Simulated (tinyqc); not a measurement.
Worked calculation: thin-film optics by transfer matrices. Values are carried at full precision from step to step, so a last printed digit may differ when a step is redone from the rounded ones.

Indices N = n + i k. Snell: N0 sin(theta) = N_j sin(theta_j), with Im(N_j cos theta_j) >= 0. Admittance y_j = N_j cos theta_j for s and N_j/cos theta_j for p. Phase delta_j = 2 pi N_j cos theta_j d_j/lambda. Layer matrix [[cos delta, -i sin delta/y], [-i y sin delta, cos delta]], multiplied from the top down to M. (B, C) = M (1, y_sub); r = (y0 B - C)/(y0 B + C), R = |r|^2, T = 4 Re y0 Re y_sub/|y0 B + C|^2, absorbed in the films 1 - R - T.

Values chosen for the exercise (indices near those of polySi, SiO2 on polySi; the results hold for these values, not for the real material): lam = 193 nm (vacuum wavelength); n0 = 1 (ambient index); n = (1.005, 1.586, 1.009) (n of polySi, SiO2, substrate); k = (2.184, 0, 2.223) (k in the same order); d = (12.3, 36.3) nm (thicknesses, top first); theta = 0 degrees (angle of incidence); pol = s (polarisation).

## Angles, admittances and phases

Form cos theta_j, y_j and delta_j.

cos theta_j: ambient 1.0000, film 1 1.0000, film 2 1.0000, substrate 1.0000

y_j: ambient 1.0000, film 1 1.0050+2.1840i, film 2 1.5860, substrate 1.0090+2.2230i

delta_j (rad): film 1 0.4024+0.8745i, film 2 1.8743

## Layer matrices and their product

Form each matrix and multiply from the top down.

matrix of film 1:
```
                1                2
1  1.2950-0.3879i  -0.0498-0.4402i
2  2.1197+1.4362i   1.2950-0.3879i
```

matrix of film 2:
```
          1         2
1   -0.2988  -0.6017i
2  -1.5135i   -0.2988
```

M:
```
                 1                2
1  -1.0532+0.1914i  -0.2185-0.6477i
2  -1.2205-2.3892i   0.4772-1.1595i
```

Each matrix has determinant 1, and so has M.

## Reflection and transmission

Close the stack on the substrate.

B, C: 0.1661-0.9479i  1.8385-2.4984i

r = -0.5471-0.1671i
R = 0.3272
T into the substrate = 0.2539
absorbed in the films = 0.4189

The bare substrate would reflect 0.5504.

## Checks

- R against the recursion of Airy sums from the substrate up: both 0.32723.

tinyqc: `OMP_NUM_THREADS=1 python tinyqc.py 1651954 1651955 out.jsonl`; about 0.01 s, one thread, shared Intel(R) Xeon(R) Processor @ 2.30GHz.
